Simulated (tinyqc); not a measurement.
Frequency dispersion of an accumulation capacitance by border traps, distributed model: two steps of the calculation.

Traps spread evenly through the insulator exchange electrons with the semiconductor by tunnelling, with tau(x) = t0 exp(2 ka x) at depth x from the interface. The admittance per area Y seen at depth x obeys dY/dx = -Y^2/(i w eps0 eox) + q Nb ln(1 + i w tau)/tau, with Y(0) = i w Cs and w = 2 pi f; the gate sees Y(tox) = G + i w C. Working variable y = Y/(i w), in uF/cm^2. Cox = eps0 eox/tox.

Parameters, values chosen for the exercise; permittivity close to that of aluminium oxide: relative permittivity of the insulator eox = 8.68; insulator thickness tox = 7.3 nm; semiconductor capacitance in accumulation Cs = 4.6 uF/cm^2; density of border traps Nb = 1.2e19 cm^-3 eV^-1; decay constant of the wave function in the insulator ka = 6.1 1/nm; time constant of a trap at the interface t0 = 4e-10 s; frequency f = 100 Hz; depth down to which the steps are taken xe = 1.7 nm.

Constants: q = 1.602176634e-19 C, eps0 = 8.8541878128e-14 F/cm where lengths are in cm. Results are converted to the units shown.

Problem 1. Scales and lumped estimate. Cox; trap-free value 1/(1/Cox + 1/Cs); response depth d = ln(1/(w t0))/(2 ka), where w tau = 1; lumped estimate: all traps within d act as C_bt = q Nb d placed at d/2, so C = 1/{1/[1/(1/Cs + d/(2 eps0 eox)) + C_bt] + (tox - d/2)/(eps0 eox)}.

Give: Cox; trap-free C; d; C_bt; lumped C.

Solution 1.

Cox = 1.053 uF/cm^2
trap-free C = 0.8567 uF/cm^2
d = 1.246 nm
C_bt = 0.2395 uF/cm^2
lumped C = 0.8716 uF/cm^2

The traps within reach amount to 0.0521 Cs and lie in the first 17.1 % of the insulator.

Problem 2. Capacitance and conductance at the gate. Beyond xe the traps are ignored, so 1/y(tox) = 1/y(xe) + (tox - xe)/(eps0 eox); C = Re y, G/w = -Im y, loss tangent G/(w C).

y at xe = 2.4108820-0.0182867i uF/cm^2

Wanted: y at the gate; C; G/w; loss tangent.

Solution 2.

y at the gate = 0.8746-0.0024i uF/cm^2
C = 0.8746 uF/cm^2
G/w = 0.002406 uF/cm^2
loss tangent = 0.002751

Program tinyqc, `OMP_NUM_THREADS=1 python tinyqc.py 2202022 2202023 out.jsonl`; Intel Xeon 2.30GHz, shared host, one thread, about 0.5 s.
